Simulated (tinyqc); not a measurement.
# Capacitance shares from swing and barrier lowering

Inverse problem. Below threshold the charge is negligible, so the band edge moves as -(aG Vg + aD Vd), aG = CG/CS, aD = CD/CS (CG, CD the capacitances of the barrier top to gate and drain, CS the total), and I goes as exp((aG Vg + aD Vd)/Vt) once Vd is well above Vt. Find aG, aD, CS and CD.

Parameters, values chosen for the exercise:
- T = 300 K (temperature)

Constants: q = 1.602176634e-19 C, kB = 1.380649e-23 J/K, Vt = kB T/q. Results are converted to the units shown.

swing = 66.140477 mV/decade
DIBL = 48.888889 mV/V
CG = 1.1139140 uF/cm^2

Answer. The swing is Vt ln 10/aG and the DIBL, -dVg/dVd at fixed current, is aD/aG.

aG = 0.900
aD = 0.0440
CS = 1.24 uF/cm^2
CD = 0.0545 uF/cm^2

tinyqc, about 0.01 s, one thread, Intel Xeon 2.30GHz (shared host): `OMP_NUM_THREADS=1 python tinyqc.py 2400151 2400152 out.jsonl`
